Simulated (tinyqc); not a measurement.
# Line constants from open and short measurements

Question. A uniform line of length len, under a quarter wavelength, has Z_open = Zc coth(gamma len) and Z_short = Zc tanh(gamma len); gamma Zc = r + i w l and gamma/Zc = g + i w c, w = 2 pi f. Find r, l and c.

Parameters, values chosen for the exercise:
- len = 2.4 mm (length)
- f = 0.23 GHz (frequency)

Zin with the far end open = 5.1673-3464.6660i ohm
Zin with the far end shorted = 15.505653+1.600408i ohm

Answer. The product of the two impedances is Zc^2 and their ratio tanh^2(gamma len); the principal branch holds below a quarter wavelength.

r = 6.46 ohm/mm
l = 0.468 nH/mm
c = 83.2 pF/m

Program tinyqc, `OMP_NUM_THREADS=1 python tinyqc.py 2810167 2810168 out.jsonl`; Intel Xeon 2.30GHz, shared host, one thread, about 0.01 s.
